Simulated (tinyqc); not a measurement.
# Resistance of a tapered via with liner, size effect and interface: several studies

A round via whose diameter grows from db at the bottom as D(z) = db + 2 z/tan(ang). The fill, of diameter D - 2 tl, starts above the bottom liner (thickness fb tl) and has rho = rho0 (1 + ks lam/(D - 2 tl)); the sidewall liner conducts in parallel with it. The bottom liner and the interface are crossed over the full area pi db^2/4. Spreading in the lines above and below is left out.

Values chosen for this exercise; fill metal close to molybdenum: diameter at the bottom db = 25 nm; height hv = 93 nm; sidewall angle ang = 87 degrees; bulk resistivity of the fill rho0 = 5.26 uohm cm; mean free path of the fill lam = 11.2 nm; size-effect factor ks = 1.5; liner on the sidewall tl = 0 nm; liner at the bottom over that on the sidewall fb = 1; resistivity of the liner rl = 220 uohm cm; interface resistivity at the bottom ri = 8.6e-13 ohm cm^2; ballistic conductance per area, about 3/(4 rho0 lam) Sb = 1.3e15 S/m^2; bulk resistivity of the second fill (close to cobalt) rho2 = 6.27 uohm cm; its mean free path lam2 = 11.9 nm; its liner tl2 = 1.7 nm.

Each table varies one quantity; the others keep the values above.

## Via resistance against the diameter at the bottom

Slices between z0 = fb tl and hv, evaluated at their midpoints: conductance per length pi/4 [(D - 2 tl)^2/rho + (D^2 - (D - 2 tl)^2)/rl], slice resistance = slice height over that. 2000 slices. R_fill = sum of the slices; R_bottom = rl fb tl/(pi db^2/4); R_interface = ri/(pi db^2/4); ballistic (Sharvin) limit 1/(Sb pi (db - 2 tl)^2/4); ideal cylinder rho0 hv/(pi db^2/4).

The same in every row: R_bottom (ohm) = 0.

Via resistance against the diameter at the bottom:

| db (nm) | R_fill (ohm) | R_interface (ohm) | R (ohm) | ballistic limit (ohm) | R over ideal cylinder | largest part |
|---|---|---|---|---|---|---|
| 6 | 193.37 | 3.0416 | 196.41 | 27.206 | 1.1352 | fill |
| 8.3 | 103.01 | 1.5895 | 104.60 | 14.217 | 1.1569 | fill |
| 11 | 59.180 | 0.90495 | 60.085 | 8.0943 | 1.1673 | fill |
| 16 | 27.989 | 0.42773 | 28.416 | 3.8258 | 1.1680 | fill |
| 22 | 14.682 | 0.22624 | 14.908 | 2.0236 | 1.1585 | fill |
| 30 | 7.7897 | 0.12167 | 7.9113 | 1.0882 | 1.1432 | fill |
| 42 | 3.9041 | 0.062074 | 3.9661 | 0.55522 | 1.1233 | fill |
| 58 | 2.0112 | 0.032550 | 2.0437 | 0.29115 | 1.1038 | fill |
| 80 | 1.0398 | 0.017109 | 1.0569 | 0.15303 | 1.0860 | fill |

R falls from 196 to 1.06 ohm. The fill is the largest part at db = 6 and in all other rows. R goes as db^(-1.94) between the first two rows and db^(-2.05) between the last two; area alone gives -2.

## Via resistance against the sidewall angle

Same model as above.

2000 slices.

The same in every row: R_bottom (ohm) = 0; R_interface (ohm) = 0.1752; ballistic limit (ohm) = 1.567.

Results:

| ang (degrees) | R_fill (ohm) | R (ohm) | R over ideal cylinder | largest part |
|---|---|---|---|---|
| 90 | 16.66 | 16.84 | 1.690 | fill |
| 89 | 14.41 | 14.58 | 1.463 | fill |
| 87 | 11.31 | 11.49 | 1.153 | fill |
| 86 | 10.21 | 10.38 | 1.042 | fill |
| 84 | 8.526 | 8.701 | 0.8731 | fill |
| 82 | 7.309 | 7.484 | 0.7510 | fill |

Estimate the missing row, ang = 88 degrees.

Computed row:

| ang (degrees) | R_fill (ohm) | R (ohm) | R over ideal cylinder | largest part |
|---|---|---|---|---|
| 88 | 12.68 | 12.85 | 1.290 | fill |

With this row back in the table: R falls from 16.8 to 7.48 ohm. The fill is the largest part at ang = 90 and in all other rows. The share of the two bottom terms goes from 1.04 to 2.34 %.

## Two fill metals against the diameter

2000 slices. R_fill = sum of the slices; R_bottom = rl fb tl/(pi db^2/4); R_interface = ri/(pi db^2/4). The second fill has rho2, lam2 and tl2 in place of rho0, lam and tl.

Two fill metals against the diameter:

| db (nm) | R, first fill (ohm) | R, second fill (ohm) | ratio second/first |
|---|---|---|---|
| 6 | 196.4 | 902.2 | 4.594 |
| 8.5 | 99.84 | 342.1 | 3.426 |
| 12 | 50.55 | 141.7 | 2.803 |
| 17 | 25.15 | 61.70 | 2.454 |
| 24 | 12.49 | 28.09 | 2.250 |
| 35 | 5.767 | 12.21 | 2.117 |
| 49 | 2.890 | 5.909 | 2.045 |
| 70 | 1.389 | 2.776 | 1.998 |
| 100 | 0.6696 | 1.318 | 1.969 |

Read the table: what changes, and by how much?

The ratio goes from 4.59 to 1.97. The first fill gives the lower R in every row.

tinyqc, about 0.01 s, one thread, Intel Xeon 2.30GHz (shared host): `OMP_NUM_THREADS=1 python tinyqc.py 2750072 2750073 out.jsonl`
